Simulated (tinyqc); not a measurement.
# Junction parameters from two forward currents

Inverse problem. D(v) = J1 (exp(v/Vt) - 1) + J2 (exp(v/(2 Vt)) - 1). Find J1, J2 and the voltage 2 Vt ln(J2/J1) near which both parts are equal.

Values chosen for this exercise:
```
symbol,value,unit,meaning
T,300,K,temperature
```

Constants: q = 1.602176634e-19 C, kB = 1.380649e-23 J/K, Vt = kB T/q. Results are converted to the units shown.

junction voltages (V): 0.32  0.69
currents (uA/um): 7.0358049e-7  0.11792686

Answer. The current is linear in J1 and J2, so two points give two equations.

J1 = 3.00e-13 uA/um
J2 = 1.30e-9 uA/um
crossover = 0.433 V

Program tinyqc, `OMP_NUM_THREADS=1 python tinyqc.py 2182207 2182208 out.jsonl`; Intel Xeon 2.30GHz, shared host, one thread, about 0.2 s.
